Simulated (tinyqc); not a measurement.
# Electron mobility in a silicon inversion layer, empirical terms and Matthiessen rule: what changes with what

Inversion layer of sheet density Ns on a uniformly doped body, under a high-permittivity gate with an interlayer. The mobility terms are empirical power laws with prefactors chosen for the exercise; adding their inverses (Matthiessen) is itself an approximation.

Inputs (values chosen for the exercise); material values close to those of silicon:
```
symbol,value,unit,meaning
T,250,K,temperature
Eg,1.13,eV,band gap
eps_r,11.6,,relative permittivity of the semiconductor
Nc,2.15e19,cm^-3,conduction-band density of states at T
Nv,1.99e19,cm^-3,valence-band density of states at T
Nb,3.9e17,cm^-3,body doping
Vsb,0,V,reverse body bias
eta,0.5,,weight of the inversion charge in the effective field
Ap,412,cm^2/(V s),phonon-limited mobility at 1 MV/cm and 300 K
As,1100,cm^2/(V s),roughness-limited mobility at 1 MV/cm
gs,2,,exponent of the roughness term
Ac,3000,cm^2/(V s),Coulomb prefactor
Nit,5.5e11,cm^-2,charge at the interface
Ar,240,cm^2/(V s),remote-phonon mobility without interlayer
ti,0.4,nm,interlayer thickness
lr,0.8,nm,decay length of remote phonons
Ns,1.2e13,cm^-2,inversion density
```

Constants: q = 1.602176634e-19 C, kB = 1.380649e-23 J/K, Vt = kB T/q, eps0 = 8.8541878128e-14 F/cm where lengths are in cm. Results are converted to the units shown.

Each table varies one quantity; the others keep the values above.

## Effect of the interlayer thickness

ni = sqrt(Nc Nv) exp(-Eg/(2 Vt)), Eg in volts; Ndep = sqrt(2 eps0 eps_r Nb (2 Vt ln(Nb/ni) + Vsb)/q); E = q (Ndep + eta Ns)/(eps0 eps_r), in MV/cm. With t = T/(300 K): muC = Ac (Ns/1e12 cm^-2) t/(Nb/1e17 cm^-3 + Nit/1e11 cm^-2), muP = Ap E^(-1/3) t^(-1.75), muS = As E^(-gs), muR = Ar exp(2 ti/lr)/t; 1/mu is the sum of the inverses.

The same in every row: E (MV/cm) = 1.2775; muC (cm^2/(V s)) = 3191.5; muP (cm^2/(V s)) = 522.41; muS (cm^2/(V s)) = 673.99.

Effect of the interlayer thickness:

| ti (nm) | muR (cm^2/(V s)) | mu (cm^2/(V s)) |
|---|---|---|
| 0.2 | 474.83 | 171.90 |
| 0.4 | 782.87 | 200.46 |
| 0.6 | 1290.7 | 222.91 |
| 0.8 | 2128.0 | 239.17 |
| 1 | 3508.6 | 250.23 |
| 1.2 | 5784.6 | 257.46 |
| 1.4 | 9537.3 | 262.05 |
| 1.6 | 15724 | 264.91 |
| 1.8 | 25925 | 266.68 |

Read the table: what changes, and by how much?

As ti goes from 0.2 to 1.8 nm, E stays at 1.28 MV/cm and mu rises from 172 to 267 cm^2/(V s). The smallest term is the remote phonon one in the first row and the phonon one in the last.

## Universality: two dopings at the same effective field

Same model as above.

For each E, Ns is chosen to give that field on bodies with Nb = 5e16 and 3.9e17 cm^-3; the last column leaves out muC.

Universality: two dopings at the same effective field:

| E (MV/cm) | Ns, light body (cm^-2) | mu, light (cm^2/(V s)) | Ns, heavy body (cm^-2) | mu, heavy (cm^2/(V s)) | without muC (cm^2/(V s)) |
|---|---|---|---|---|---|
| 0.362 | 3.147e12 | 292.7 | 2.619e11 | 58.78 | 376.8 |
| 0.439 | 4.135e12 | 296.4 | 1.249e12 | 172.3 | 358.0 |
| 0.533 | 5.340e12 | 292.8 | 2.454e12 | 222.3 | 337.2 |
| 0.646 | 6.788e12 | 282.9 | 3.903e12 | 241.2 | 314.3 |
| 0.784 | 8.558e12 | 267.1 | 5.672e12 | 242.4 | 288.8 |
| 0.951 | 1.070e13 | 246.4 | 7.814e12 | 231.7 | 260.8 |
| 1.15 | 1.325e13 | 221.8 | 1.036e13 | 213.2 | 231.1 |
| 1.4 | 1.646e13 | 193.1 | 1.357e13 | 188.3 | 198.7 |

What does the comparison show, and why?

The heavily doped body has 0.201 of the mobility of the light one in the first row and 0.975 in the last; there they lie 5.2 % below and 2.8 % below the curve without Coulomb scattering, which depends on E alone. The heavy body leaves that curve at low E because its field comes mostly from depletion charge and few carriers screen.

## Effect of the inversion density

Same model as above.

The same in every row: muR (cm^2/(V s)) = 782.87.

Results:

| Ns (cm^-2) | E (MV/cm) | muC (cm^2/(V s)) | muP (cm^2/(V s)) | muS (cm^2/(V s)) | mu (cm^2/(V s)) |
|---|---|---|---|---|---|
| 2e11 | 0.35717 | 53.191 | 798.92 | 8622.5 | 46.631 |
| 3.6e11 | 0.36965 | 95.745 | 789.83 | 8050.1 | 76.265 |
| 6.3e11 | 0.39071 | 167.55 | 775.37 | 7205.7 | 115.29 |
| 1.1e12 | 0.42737 | 292.55 | 752.54 | 6022.6 | 161.54 |
| 2e12 | 0.49757 | 531.91 | 715.34 | 4443.1 | 209.19 |
| 6.3e12 | 0.83295 | 1675.5 | 602.45 | 1585.5 | 240.11 |
| 1.1e13 | 1.1995 | 2925.5 | 533.49 | 764.48 | 208.26 |
| 2e13 | 1.9015 | 5319.1 | 457.54 | 304.23 | 144.13 |

Estimate the missing row, Ns = 3.6e12 cm^-2.

Computed row:

| Ns (cm^-2) | E (MV/cm) | muC (cm^2/(V s)) | muP (cm^2/(V s)) | muS (cm^2/(V s)) | mu (cm^2/(V s)) |
|---|---|---|---|---|---|
| 3.6e12 | 0.62236 | 957.45 | 663.92 | 2839.9 | 239.23 |

With this row back in the table: As Ns goes from 2e11 to 2e13 cm^-2, E rises from 0.357 to 1.90 MV/cm and mu goes from 46.6 through a maximum of 240 (at Ns = 6.3e12 cm^-2 among the rows listed) to 144 cm^2/(V s). The smallest term is the Coulomb one in the first row and the roughness one in the last. Screening lifts the Coulomb term as Ns grows while the field presses the carriers to the interface, hence the maximum. At Ns = 2e13 cm^-2 E passes 1.5 MV/cm, beyond the usual range of such laws.

tinyqc, about 0.01 s, one thread, Intel Xeon 2.30GHz (shared host): `OMP_NUM_THREADS=1 python tinyqc.py 2510166 2510167 out.jsonl`
